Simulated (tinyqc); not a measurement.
Inside a calculation. Method: coherent transport through a tight-binding region between two chains. One step of it, computed by the program tinyqc.

Task: Transmission at E = 0.79 eV. Surface Green function g = (E - i sqrt(4 t^2 - E^2)) / (2 t^2); self-energy tc^2 g on each contact site; G = (E - H - Sigma)^(-1); Gamma = -2 Im Sigma; T = Gamma_L Gamma_R |G_LR|^2; local density of states -Im G_ii / pi.

H of the central region (eV), lower triangle:
```
,1,2,3
1,0.000000
2,-1.480000,0.000000
3,0.000000,-1.480000,0.000000
```

Leads: semi-infinite chains with site energy 0:
```
parameter,value
lead hopping t (eV),2.210000
coupling to the left lead (eV),0.640000
coupling to the right lead (eV),1.390000
left contact site,1
right contact site,3
```

E = 0.790000 eV

Give: g; G; local density of states; transmission.

Result:

g = 0.0809-0.4452i 1/eV

G (1/eV), lower triangle:
```
,1,2,3
1,0.3372-0.4462i
2,0.4483+0.1866i,-0.2062-0.1507i
3,-0.5765+0.3466i,0.3375-0.1062i,0.3963-0.2899i
```

local density of states (1/eV): 0.1420  0.0480  0.0923

transmission = 0.2839
